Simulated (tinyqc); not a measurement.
Formation energy of a charged point defect from supercell energies: one step, computed by the program tinyqc.

The host is a compound AB. Making the defect adds n_A = -1, n_B = 0, n_X = 1 atoms to the cell. All total energies are inputs. E_F is counted from the valence-band maximum (VBM); x = 0 is A-rich and x = 1 B-rich growth.

Task: Concentrations at the given E_F and T. E_f(q, E_F) = E_f(q, 0) + q E_F. c_q = N_s exp(-E_f(q, E_F)/k_B T), with all degeneracy factors one and no vibrational entropy.

Inputs (values chosen for the exercise, with gap and screening modelled on CdTe):

| quantity | value | unit |
|---|---|---|
| gap E_g | 1.51 | eV |
| dielectric constant eps | 10 | - |
| cell length L | 21.2 | angstrom |
| Fermi level E_F | 0.895 | eV |
| temperature T | 1000 | K |
| site density N_s | 1.6e+22 | cm^-3 |

Defect: impurity X on an A site. Supercell lattice: bcc.

charge states q: 0  -1  -2  -3

E_f(q, 0) (eV): (q=0) 3.034000, (q=-1) 3.528096, (q=-2) 4.330385, (q=-3) 5.326867

Constants: k_B = 8.617333262e-05 eV/K.

Give: Charge states; lowest formation energy; total concentration; mean charge.

Result:

Charge states:

| q | E_f (eV) | c_q (cm^-3) | share |
|---|---|---|---|
| 0 | 3.03 | 8.19e+06 | 1.97e-03 |
| -1 | 2.63 | 8.59e+08 | 2.06e-01 |
| -2 | 2.54 | 2.52e+09 | 6.05e-01 |
| -3 | 2.64 | 7.76e+08 | 1.86e-01 |

lowest formation energy = 2.54 eV

total concentration = 4.16e+09 cm^-3

mean charge = -1.98 e

State -2 holds 60.5 % of the defects. Caution: the largest image-charge correction in these energies, q^2 alpha e^2/(8 pi eps_0 eps L) with alpha = 2.888462, exceeds a quarter of the gap; the point-charge term alone is then a rough estimate, usually too large for a charge that is spread out.
